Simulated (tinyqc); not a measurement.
Self-heating of a transistor with one or more fingers, with temperature-dependent conductivity. From thermal resistance back to finger pitch s. Computed by tinyqc, a small Python program. Command: `OMP_NUM_THREADS=1 python tinyqc.py 3030134 3030135 out.jsonl selfheat inv`. One thread of a shared host (Intel(R) Xeon(R) Processor @ 2.30GHz), about 0.1 s of CPU time with the checks.

N long parallel fingers lie on the top face of a slab whose bottom is held at T_0; the top is otherwise insulated, and heat flows in two dimensions. P in W/mm is 1000 P in W/m.

Inputs (values chosen for the exercise, modelled on diamond):

| quantity | value | unit |
|---|---|---|
| conductivity at the base temperature kappa_0 | 1810 | W/(m K) |
| power per gate width P | 4.4 | W/mm |
| fingers N | 5 | - |
| width of the heat source w | 1.5 | micrometre |
| substrate thickness t | 82 | micrometre |

Power: fixed power.

Method. A line source of power P on the top face raises the top at distance x by (P/(pi kappa_0)) g(x), g(x) = -ln tanh(pi x/(4 t)) (the image sum for the slab). On a strip of width w the centre sees the mean of g over the strip, g_0 = 1 + ln(8 t/(pi w)) for w much below t. theta_i = (P/(pi kappa_0)) [g_0 + sum over j != i of g(|i - j| s)], with equal powers and constant conductivity; thermal resistance = largest theta/P.

Problem. A run gave the result below. Find the finger pitch s, known to lie between 14 and 34 micrometre.

thermal resistance = 1.873048 K mm/W

Solution.

Each step takes the trial c = (a f_b - b f_a)/(f_b - f_a), f being the result less the target and a, b, c the logarithms of the listed values; c replaces end b, the old b replaces a if the sign of f changed, and otherwise f_a is halved.

Scan of the range:

| finger pitch s (micrometre) | thermal resistance (K mm/W) |
|---|---|
| 14.0 | 2.22389 |
| 16.2 | 2.12468 |
| 18.8 | 2.02466 |
| 21.8 | 1.92669 |
| 25.3 | 1.83015 |
| 29.3 | 1.73749 |
| 34.0 | 1.64679 |

False position (Illinois rule, in the logarithm of the input) inside the bracket:

| step | end a | end b | trial | thermal resistance (K mm/W) |
|---|---|---|---|---|
| 1 | 21.8000 | 25.3000 | 23.6802 | 1.87277 |
| 2 | 21.8000 | 23.6802 | 23.6600 | 1.87332 |
| 3 | 23.6802 | 23.6600 | 23.6700 | 1.87305 |
| 4 | 23.6600 | 23.6700 | 23.6700 | 1.87305 |

Thermal resistance falls at every point of a 13-point scan of the range (every second point is shown), so one value fits; it is bracketed by 21.8 and 25.3. Answer: finger pitch s = 23.67 micrometre.
